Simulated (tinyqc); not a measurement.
Inside a calculation. Method: CIS on RHF in the sto-3g basis, for H3+, spin multiplicity 1. One step of it, computed by the program tinyqc.

Problem. CIS matrix, singlets. A(ia,jb) = (e_a - e_i) d_ij d_ab + 2 (ia|jb) - (ij|ab).

orbital energies (hartree): MO1 -1.194790, MO2 -0.208730, MO3 0.243169

Two-electron integrals over orbitals (pq|rs), unique and non-zero (hartree):
```
(11|11) 0.617493    (21|11) -0.000009   (21|21) 0.144366    (22|11) 0.565332
(22|21) 0.000017    (22|22) 0.626274    (31|11) 0.055241    (31|21) 1.53e-06
(31|22) -0.054536   (31|31) 0.138684    (32|11) 2.59e-06    (32|21) -0.110141
(32|22) -0.000010   (32|31) -0.000013   (32|32) 0.105970    (33|11) 0.616211
(33|21) -0.000020   (33|22) 0.548732    (33|31) 0.096785    (33|32) 0.000009
(33|33) 0.666126
```

Give: CIS matrix A, singlet.

Solution.

CIS matrix A, singlet (hartree), order 1>2, 1>3:
$$\begin{pmatrix}
0.7095 & 0.0000 \\
0.0000 & 1.0991
\end{pmatrix}$$
